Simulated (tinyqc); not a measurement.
Equation-of-state fits to an energy-volume table made by a known binding curve: one step, computed by the program tinyqc. Command: `OMP_NUM_THREADS=1 python tinyqc.py 3022609 3022610 out.jsonl eosfit walk`. One thread of a shared host (Intel(R) Xeon(R) Processor @ 2.30GHz), about 0.02 s of CPU time with the checks.

With x = (V/V_0)^(1/3), the energy per atom is E = -D [1 + eta (x - 1)] exp(-eta (x - 1)), so that B0 = D eta^2/(9 V_0) and B' = 1 + 2 eta/3. B' = dB/dP at P = 0.

Problem. Exact values of the curve. B0 and B' from the formulas above; P = -dE/dV at V = c V_0 (c the compression chosen), from the curve itself.

Inputs (values chosen for the exercise, for a model crystal): cohesive energy D = 6.45 eV/atom; true volume V_0 = 32 angstrom^3/atom; stiffness eta = 4.99; compression V/V_0 for the pressure test = 0.85.

Binding curve: universal binding. Noise: none.

Constants: 1 eV/angstrom^3 = 160.2176634 GPa.

Give: exact B0; exact B'; exact pressure at c V_0.

Solution.

exact B0 = 89.35 GPa

exact B' = 4.327

exact pressure at c V_0 = 20.49 GPa
